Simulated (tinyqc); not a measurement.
# Barrier from its over-barrier resonances

Problem. A flat barrier of width d = 1.2 nm between equal leads transmits fully where k d = n pi, that is at E_n = U + C (n pi/d)^2/m, C = hbar^2/(2 m0), whatever the lead mass. Find m and U.

Constants: q = 1.602176634e-19 C, hbar = 1.054571817e-34 J s, m0 = 9.1093837015e-31 kg, hbar^2/(2 m0) = 0.0380998212 eV nm^2. Results are converted to the units shown.

energies of resonances n = 2 and 3 (eV): [8.1635215, 16.867923]

Solution. The spacing is 5 C (pi/d)^2/m, which gives m; either energy then gives U.

m = 0.1500 m0
U = 1.200 eV

Computed by the program tinyqc: `OMP_NUM_THREADS=1 python tinyqc.py 2560047 2560048 out.jsonl`, one thread of a shared Intel Xeon 2.30GHz, about 0.01 s for the whole run.
